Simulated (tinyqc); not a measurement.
MOS inversion layer, Poisson-Schroedinger loop: one step of the calculation.

Electrons confined at an insulator interface at z = 0, treated as a hard wall; parabolic valleys, Hartree approximation, no image or exchange terms. The depletion charge lies far deeper than the electrons and gives a uniform field q Nd/(eps0 eps_r); the gate balances all charge. Energies are counted from the band edge at the interface.

Question. Density, output potential and mixing. n_i = sum_k N_k |psi_k|^2 (converted to cm^-3). Hartree part by Gauss: on the interval before node i the electrons still beyond are S_i = Ns - hz sum_(j<i) n_j, and U_i = U_(i-1) + q S_i hz/(eps0 eps_r) in eV, U_0 = 0 at the interface. Mixing: U(new) = U + a (U(out) - U).

Parameters, values chosen for the exercise; masses and permittivity close to those of silicon (110):
- eps_r = 11.7 (relative permittivity)
- Ns = 3.9e11 cm^-2 (sheet density of electrons)
- a = 0.5 (mixing factor)

Constants: q = 1.602176634e-19 C, eps0 = 8.8541878128e-14 F/cm where lengths are in cm. Results are converted to the units shown.

| node | z (nm) | self-consistent potential U at the start (eV) | \|psi\|^2 of A1 (1/nm) | \|psi\|^2 of A2 (1/nm) | \|psi\|^2 of B1 (1/nm) | \|psi\|^2 of B2 (1/nm) |
|---|---|---|---|---|---|---|
| 1 | 1.2 | 0 | 0.06930476 | 0.06477890 | 0.04296624 | 0.04104125 |
| 2 | 2.4 | 0 | 0.18264417 | 0.10598552 | 0.12708972 | 0.08891177 |
| 3 | 3.6 | 0 | 0.22007306 | 0.03659582 | 0.18089612 | 0.06380186 |
| 4 | 4.8 | 0 | 0.17549369 | 0.00214463 | 0.17763795 | 0.01024221 |
| 5 | 6 | 0 | 0.10526093 | 0.06921215 | 0.13589639 | 0.00757618 |
| 6 | 7.2 | 0 | 0.05060870 | 0.14840193 | 0.08591495 | 0.06167374 |
| 7 | 8.4 | 0 | 0.02026058 | 0.16289920 | 0.04646271 | 0.11994893 |
| 8 | 9.6 | 0 | 0.00692753 | 0.12229936 | 0.02198578 | 0.14060188 |
| 9 | 10.8 | 0 | 0.00206035 | 0.07010722 | 0.00924994 | 0.12179767 |
| 10 | 12 | 0 | 0.00054045 | 0.03249030 | 0.00350189 | 0.08483666 |
| 11 | 13.2 | 0 | 0.00012641 | 0.01260664 | 0.00120416 | 0.04970833 |
| 12 | 14.4 | 0 | 0.00002660 | 0.00419384 | 0.00037891 | 0.02519198 |
| 13 | 15.6 | 0 | 0.00000507 | 0.00121694 | 0.00010977 | 0.01124943 |
| 14 | 16.8 | 0 | 0.00000088 | 0.00031203 | 0.00002942 | 0.00448082 |
| 15 | 18 | 0 | 0.00000014 | 0.00007135 | 0.00000731 | 0.00160101 |
| 16 | 19.2 | 0 | 0.00000002 | 0.00001459 | 0.00000168 | 0.00050914 |
| 17 | 20.4 | 0 | 0.00000000 | 0.00000260 | 0.00000034 | 0.00013674 |
| 18 | 21.6 | 0 | 0.00000000 | 0.00000033 | 0.00000005 | 0.00002372 |

N_k (cm^-2): A1 2.3621097e11, A2 4.4328921e10, B1 9.6372973e10, B2 1.3087131e10

Find: n; U(out); U after round 1.

Answer.

| node | n (1e17 cm^-3) | U(out) (eV) | U after round 1 (eV) |
|---|---|---|---|
| 1 | 2.392 | 0.00724 | 0.00362 |
| 2 | 6.125 | 0.01394 | 0.00697 |
| 3 | 7.187 | 0.01928 | 0.00964 |
| 4 | 5.880 | 0.02303 | 0.01151 |
| 5 | 4.113 | 0.02546 | 0.01273 |
| 6 | 2.762 | 0.02697 | 0.01349 |
| 7 | 1.805 | 0.02787 | 0.01394 |
| 8 | 1.102 | 0.02837 | 0.01418 |
| 9 | 0.608 | 0.02862 | 0.01431 |
| 10 | 0.302 | 0.02874 | 0.01437 |
| 11 | 0.136 | 0.02879 | 0.01439 |
| 12 | 0.056 | 0.02881 | 0.01440 |
| 13 | 0.021 | 0.02881 | 0.01441 |
| 14 | 0.008 | 0.02882 | 0.01441 |
| 15 | 0.002 | 0.02882 | 0.01441 |
| 16 | 0.001 | 0.02882 | 0.01441 |
| 17 | 0.000 | 0.02882 | 0.01441 |
| 18 | 0.000 | 0.02882 | 0.01441 |

Numbers from tinyqc (`OMP_NUM_THREADS=1 python tinyqc.py 2160009 2160010 out.jsonl`; about 0.8 s on one thread of a shared Intel Xeon 2.30GHz).
